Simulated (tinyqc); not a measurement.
Size effects in the resistivity of thin metal films and interconnect lines: one step, computed by the program tinyqc. Command: `OMP_NUM_THREADS=1 python tinyqc.py 3020858 3020859 out.jsonl size walk`. One thread of a shared host (Intel(R) Xeon(R) Processor @ 2.30GHz), about 0.01 s of CPU time with the checks.

Electrons lose their drift at surfaces (a share 1 - p of the hits) and at grain boundaries (reflection R), besides bulk scattering.

Question. Grain boundaries. Mayadas-Shatzkes: alpha = (lambda/D) R/(1 - R); rho_b/rho = 1 - 3 alpha/2 + 3 alpha^2 - 3 alpha^3 ln(1 + 1/alpha).

Inputs (values chosen for the exercise, modelled on nickel): bulk mean free path lambda = 6.17 nm; grain-boundary reflection R = 0.43.

Geometry: film.

grain size D = 32.67 nm

Give: alpha; rho/rho_b from grains.

Answer.

alpha = 0.14247

rho/rho_b from grains = 1.2061

The linear estimate 1 + 3 alpha/2 gives 1.214, within 2 %.
